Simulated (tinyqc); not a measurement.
Junctionless gate-all-around wire, depletion approximation: one step of the calculation.

A uniformly doped n-type wire of radius R under a surrounding gate; long channel. Below flat band a shell from radius rc to R is fully depleted and the neutral core, at channel potential V (0 at the source, Vd at the drain), carries the current with constant mobility; s = (rc/R)^2 is the share of the cross-section that conducts. The edge of the depleted shell is taken as abrupt, so there is no subthreshold current.

Question. Voltages that deplete the wire. Cox = eps0 eox/(R ln(1 + tox/R)); A = q Nd R^2/(4 eps0 eps_r); B = q Nd R/(2 Cox); VT = Vfb - A - B.

Parameters, values chosen for the exercise; material values close to those of germanium:
```
symbol   value   unit                                      meaning
eps_r     15.9          relative permittivity of the semiconductor
eox          9         relative permittivity of the gate insulator
tox        8.3     nm                          insulator thickness
R            4     nm                                  wire radius
Nd      1.2e19  cm^-3                                donor density
Vfb       1.12      V                            flat-band voltage
```

Constants: q = 1.602176634e-19 C, eps0 = 8.8541878128e-14 F/cm where lengths are in cm. Results are converted to the units shown.

Wanted: Cox; A; B; VT.

Answer.

Cox = 1.7735 uF/cm^2
A = 0.054627 V
B = 0.21681 V
VT = 0.84856 V

Of the 0.271 V needed, 79.9 % drops over the insulator. The device is normally off.

Computed by the program tinyqc: `OMP_NUM_THREADS=1 python tinyqc.py 2460003 2460004 out.jsonl`, one thread of a shared Intel Xeon 2.30GHz, about 0.01 s for the whole run.
